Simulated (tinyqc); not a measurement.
From results back to parameters: gated graphene: carriers, quantum capacitance and optical conductivity. Four cases, with inputs chosen for the exercise.

Problem. At low temperature the interband edge lies at 2|mu|, n = mu^2/(pi hv^2), and V = mu/e + e n/Cox with Cox/e^2 = k/(4 pi e2 t), e2 = e^2/(4 pi eps0), t in angstrom. The edge and the voltage are given; hv is hidden.

Constants: e^2/(4 pi eps0) = 14.39964547 eV angstrom.

Case 1.

Values chosen (out of a larger set: Fermi velocity near that of graphene, gate dielectric near SiO2; not measured data): k = 3.76 (dielectric constant of the gate layer); t = 90 nm (its thickness).

edge = 0.6880 eV
V = 40.0510 V

Case 2.

Values chosen (out of a larger set: Fermi velocity near that of graphene, gate dielectric near hBN; not measured data): k = 3.24 (dielectric constant of the gate layer); t = 5 nm (its thickness).

edge = 0.4440 eV
V = 1.26849 V

Case 3.

Values chosen (out of a larger set: Fermi velocity near that of graphene, gate dielectric near HfO2; not measured data): k = 18.03 (dielectric constant of the gate layer); t = 5 nm (its thickness).

edge = 0.2060 eV
V = 0.137782 V

Case 4.

Values chosen (out of a larger set: Fermi velocity near that of graphene, gate dielectric near hBN; not measured data): k = 3.31 (dielectric constant of the gate layer); t = 10 nm (its thickness).

edge = 0.3140 eV
V = 1.04756 V

Find: n; hv; vF (hbar = 6.58211957e-16 eV s).
Solution. mu is half the edge; n = Cox (V - mu/e)/e; hv = mu/sqrt(pi n).

Case 1.

n = 9.17e+12 1/cm^2
hv = 6.41 eV angstrom
vF (hbar = 6.58211957e-16 eV s) = 9.74e+05 m/s

Case 2.

n = 3.75e+12 1/cm^2
hv = 6.47 eV angstrom
vF (hbar = 6.58211957e-16 eV s) = 9.83e+05 m/s

Case 3.

n = 6.93e+11 1/cm^2
hv = 6.98 eV angstrom
vF (hbar = 6.58211957e-16 eV s) = 1.06e+06 m/s

Case 4.

n = 1.63e+12 1/cm^2
hv = 6.94 eV angstrom
vF (hbar = 6.58211957e-16 eV s) = 1.05e+06 m/s

Computed by tinyqc, one run a case: `OMP_NUM_THREADS=1 python tinyqc.py N N+1 out.jsonl` with N = 1651991, 1652017, 1652097, 1652135; one thread of a shared Intel(R) Xeon(R) Processor @ 2.30GHz, about 0.01 s a run at most.
